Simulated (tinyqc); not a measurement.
## Thermionic-field emission through a Schottky barrier, WKB: contact resistivity against barrier height

Metal on an n-type semiconductor with one parabolic valley; V > 0 is forward bias (metal positive). Energies E are counted from the conduction edge of the neutral semiconductor, whose Fermi level lies at -xi; that of the metal lies at -xi - V. The barrier is a parabola of height Vd = phi - xi - V (depletion approximation, no image force).

Nc = 2 (2 pi me m0 kB T/h^2)^1.5 (times 1e-6 for cm^-3); Nd = Nc F12(-xi/Vt), F12(x) = (2/sqrt(pi)) int_0^infinity sqrt(u)/(1 + exp(u - x)) du; E00 = (hbar/2) sqrt(Nd/(me m0 eps0 eps_r)) in SI units (volts). For E < Vd, ln T(E) = -(Vd/E00) [sqrt(1 - y) - y ln((1 + sqrt(1 - y))/sqrt(y))], y = E/Vd; T(E) = 1 above. J = A* T (q/kB) int_0^infinity T(E) N(E) dE, N = ln[(1 + exp((-xi - E)/Vt))/(1 + exp((-xi - V - E)/Vt))], A* = 4 pi q me m0 kB^2/h^3 (times 1e-4 for A/(cm^2 K^2)). The integral is converged to the digits shown; the share over the barrier is that of E > Vd, and 0 means below 1e-6 %. The contact resistivity is rho_c = 1/(dJ/dV) at V = 0, where N becomes V f/Vt with f = 1/(1 + exp((E + xi)/Vt)).

Values chosen for this exercise; band and dielectric values close to those of indium phosphide:
- T = 200 K (temperature)
- me = 0.0791 m0 (electron mass)
- eps_r = 12.5 (relative permittivity)
- Nd = 2.1e19 cm^-3 (donor density)

Constants: q = 1.602176634e-19 C, kB = 1.380649e-23 J/K, eps0 = 8.8541878128e-12 F/m, hbar = 1.054571817e-34 J s, h = 6.62607015e-34 J s, m0 = 9.1093837015e-31 kg, Vt = kB T/q. Results are converted to the units shown.

Contact resistivity against barrier height:
```
phi (eV)	rho_c (ohm cm^2)	thermionic Vt exp(phi/Vt)/(A* T^2) (ohm cm^2)
0.15	1.491e-8	2.730e-4
0.29	4.714e-8	0.9205
0.42	1.504e-7	1737
0.56	5.595e-7	5.858e6
0.69	1.976e-6	1.106e10
0.83	7.957e-6	3.728e13
0.96	2.972e-5	7.035e16
1.1	1.255e-4	2.372e20
```

rho_c rises from 1.49e-8 to 1.25e-4 ohm cm^2; between the last two rows it grows by a factor e every 97.2 meV, against E00 coth(E00/Vt) = 85.6 meV and Vt = 17.2 meV for pure emission.

Range of the model: The depletion approximation, a parabolic band and the neglect of image-force lowering make these currents estimates at high doping.

Program tinyqc, `OMP_NUM_THREADS=1 python tinyqc.py 2640075 2640076 out.jsonl`; Intel Xeon 2.30GHz, shared host, one thread, about 0.04 s.
